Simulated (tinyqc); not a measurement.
Undoped symmetric double-gate MOSFET, analytic potential model: one step of the calculation.

An undoped body of thickness ts between two equal insulators and tied gates; long channel, electrons only, n = ni exp((psi - V)/Vt) with V the quasi-Fermi potential (0 at the source, Vd at the drain), constant mobility, no quantisation. Across the body psi(x) = V - 2 Vt ln[(ts/(2 beta)) sqrt(q ni/(2 eps0 eps_r Vt)) cos(2 beta x/ts)], x from the centre. Q is the electron charge per area of the whole body.

Problem. beta at the source by Newton steps. With V = 0: f = ln(beta) - ln(cos beta) + 2 r beta tan(beta) - (Vg - V0)/(2 Vt); f' = 1/beta + tan(beta) + 2 r [tan(beta) + beta/cos^2(beta)]; beta(new) = beta - f/f'.

Parameters, values chosen for the exercise:
- T = 300 K (temperature)
- Vg = 0.85 V (gate voltage)

Constants: q = 1.602176634e-19 C, kB = 1.380649e-23 J/K, Vt = kB T/q. Results are converted to the units shown.

beta at the start = 0.5
r = 1.2540541
V0 = 0.34298611 V

Wanted: f; f'; beta after iteration 1.

Solution.

f = -9.6836
f' = 5.5448
beta after iteration 1 = 2.2464

Program tinyqc, `OMP_NUM_THREADS=1 python tinyqc.py 2440016 2440017 out.jsonl`; Intel Xeon 2.30GHz, shared host, one thread, about 0.01 s.
